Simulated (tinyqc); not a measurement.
Inside a calculation. Method: Hueckel theory of the pi electrons, for the molecule Oc1cccc2ccoc12 (SMILES; centres numbered as the heavy atoms are written). One step of it, computed by the program tinyqc.

Question. Orbitals. Diagonalise; E = alpha + x beta with beta < 0, so the largest x are filled first; degenerate levels share their electrons. P = sum n_i c_ri c_si; each orbital has its largest coefficient positive (the first on a tie).

Hueckel matrix in units of beta (H = alpha + beta A):
```
           1O        2C        3C        4C        5C        6C        7C        8C
1O   1.960000  0.740000  0.000000  0.000000  0.000000  0.000000  0.000000  0.000000
2C   0.740000  0.000000  1.000000  0.000000  0.000000  0.000000  0.000000  0.000000
3C   0.000000  1.000000  0.000000  1.000000  0.000000  0.000000  0.000000  0.000000
4C   0.000000  0.000000  1.000000  0.000000  1.000000  0.000000  0.000000  0.000000
5C   0.000000  0.000000  0.000000  1.000000  0.000000  1.000000  0.000000  0.000000
6C   0.000000  0.000000  0.000000  0.000000  1.000000  0.000000  1.000000  0.000000
7C   0.000000  0.000000  0.000000  0.000000  0.000000  1.000000  0.000000  1.000000
8C   0.000000  0.000000  0.000000  0.000000  0.000000  0.000000  1.000000  0.000000
9O   0.000000  0.000000  0.000000  0.000000  0.000000  0.000000  0.000000  0.740000
10C  0.000000  1.000000  0.000000  0.000000  0.000000  1.000000  0.000000  0.000000

           9O       10C
1O   0.000000  0.000000
2C   0.000000  1.000000
3C   0.000000  0.000000
4C   0.000000  0.000000
5C   0.000000  0.000000
6C   0.000000  1.000000
7C   0.000000  0.000000
8C   0.740000  0.000000
9O   1.960000  0.740000
10C  0.740000  0.000000
```

pi electrons, sum of z_r less the charge = 12

Give: x values; occupations; coefficients; charge and bond-order matrix P.

Answer.

x values: 2.6787  2.2774  1.8137  1.2722  0.8134  0.5993  -0.8159  -1.0918  -1.4653  -2.1618

occupations: 2.0000  2.0000  2.0000  2.0000  2.0000  2.0000  0.0000  0.0000  0.0000  0.0000

coefficients:
```
        MO1      MO2      MO3      MO4      MO5      MO6      MO7      MO8
1O   0.2882   0.7844  -0.3447   0.2630  -0.2505  -0.1586  -0.0822   0.0872
2C   0.2799   0.3364   0.0682  -0.2445   0.3881   0.2917   0.3084  -0.3597
3C   0.1444   0.1901   0.2584  -0.4744  -0.0692   0.4159  -0.3839  -0.1948
4C   0.1070   0.0964   0.4005  -0.3591  -0.4444  -0.0424   0.0049   0.5723
5C   0.1421   0.0295   0.4680   0.0176  -0.2922  -0.4413   0.3800  -0.4301
6C   0.2738  -0.0292   0.4483   0.3815   0.2067  -0.2221  -0.3149  -0.1028
7C   0.1992  -0.0916   0.2248   0.4990  -0.1099   0.4320  -0.3163   0.0194
8C   0.2597  -0.1795  -0.0405   0.2533  -0.2961   0.4809   0.5729   0.0816
9O   0.6711  -0.4286  -0.4032  -0.2389  -0.1770  -0.1943  -0.2042  -0.1466
10C  0.3921  -0.0043   0.1203  -0.0312   0.5703  -0.1237   0.1932   0.5229

         MO9     MO10
1O   -0.0847  -0.0648
2C    0.3919   0.3610
3C   -0.4340  -0.3158
4C    0.2439   0.3217
5C    0.0766  -0.3797
6C   -0.3561   0.4991
7C    0.5229  -0.2827
8C   -0.4101   0.1121
9O    0.1054   0.0547
10C  -0.0777  -0.4166
```

charge and bond-order matrix P:
```
          1O       2C       3C       4C       5C       6C       7C       8C
1O    1.9485   0.2266  -0.1436  -0.0160   0.1012  -0.0295  -0.0035   0.0250
2C    0.2266   0.9833   0.6648  -0.0147  -0.3296   0.0391   0.0032  -0.0540
3C   -0.1436   0.6648   1.0532   0.6416  -0.0491  -0.2756   0.0400   0.1865
4C   -0.0160  -0.0147   0.6416   1.0188   0.6956  -0.0267  -0.0923   0.0289
5C    0.1012  -0.3296  -0.0491   0.6956   1.0412   0.5844  -0.0378  -0.2172
6C   -0.0295   0.0391  -0.2756  -0.0267   0.5844   1.0288   0.4595  -0.0264
7C   -0.0035   0.0032   0.0400  -0.0923  -0.0378   0.4595   1.0925   0.8514
8C    0.0250  -0.0540   0.1865   0.0289  -0.2172  -0.0264   0.8514   0.9689
9O    0.0169  -0.1016  -0.0879   0.0832   0.0545  -0.1382  -0.2028   0.3321
10C  -0.1266   0.6187   0.0215  -0.2945  -0.0014   0.5896  -0.0524  -0.2770

          9O      10C
1O    0.0169  -0.1266
2C   -0.1016   0.6187
3C   -0.0879   0.0215
4C    0.0832  -0.2945
5C    0.0545  -0.0014
6C   -0.1382   0.5896
7C   -0.2028  -0.0524
8C    0.3321  -0.2770
9O    1.8454   0.2941
10C   0.2941   1.0193
```
